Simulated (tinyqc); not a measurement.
Programming of a floating-gate cell by Fowler-Nordheim tunnelling: threshold shift against time.

Per tunnel area the floating gate has Ctun = 3.9 eps0/tox to the channel (0 V) and Ccg to the control gate, Ct = Ctun/(1 - ag), no other coupling. With the threshold shift U = -Q/Ccg the field is F = ag (Vg - U)/tox, and dU/dt = J/Ccg. Fowler-Nordheim: J = A F^2 exp(-B/F), A = q^2/(16 pi^2 hbar mo phi) (times 1e14 for A/cm^2 with F in V/nm, emitter mass m0), B = (4/3) sqrt(mo/C) phi^1.5, C = hbar^2/(2 m0).

Exact: exp(B/F(t)) = exp(B/F(0)) + K t, K = A B ag/(Ccg tox), and U = Vg - tox F/ag.

Inputs (values chosen for the exercise); oxide values close to those of silicon dioxide: tunnel barrier phi = 3.16 eV; tunnelling mass mo = 0.43 m0; tunnel oxide thickness tox = 7.9 nm; coupling ratio Ccg/Ct ag = 0.72; threshold shift at the start Vt0 = -0.5 V; control-gate voltage Vg = 11.6 V.

Constants: q = 1.602176634e-19 C, hbar = 1.054571817e-34 J s, m0 = 9.1093837015e-31 kg, eps0 = 8.8541878128e-14 F/cm where lengths are in cm, hbar^2/(2 m0) = 0.0380998212 eV nm^2. Results are converted to the units shown.

Threshold shift against time:
```
t (s)    F (V/nm)  J (A/cm^2)    U (V)  dU/dlog10 t (V)
1.4e-6      1.101     0.01630  -0.4793          0.04674
5.9e-6      1.095     0.01436  -0.4181           0.1736
2.5e-5      1.077    0.009474  -0.2211           0.4852
0.00011     1.038    0.003642   0.2091           0.8207
0.00045    0.9889    9.882e-4   0.7495           0.9110
0.0019     0.9379    2.228e-4    1.309           0.8673
0.0081     0.8902    4.775e-5    1.832           0.7923
0.034      0.8473    1.034e-5    2.303           0.7202
0.15       0.8070    2.128e-6    2.745           0.6538
0.62       0.7719    4.710e-7    3.131           0.5982
2.6        0.7394    1.031e-7    3.487           0.5489
```

U rises from -0.479 to 3.49 V, while J falls by 5.20 decades, at the end as t^(-1.06). Well past t0 = 3.50e-5 s the stored charge chokes the field and U gains only 0.549 V a decade.

Range of the model: Programming fields of 10 MV/cm and more wear the oxide; trapping and the channel potential are ignored.

tinyqc, about 0.01 s, one thread, Intel Xeon 2.30GHz (shared host): `OMP_NUM_THREADS=1 python tinyqc.py 2130086 2130087 out.jsonl`
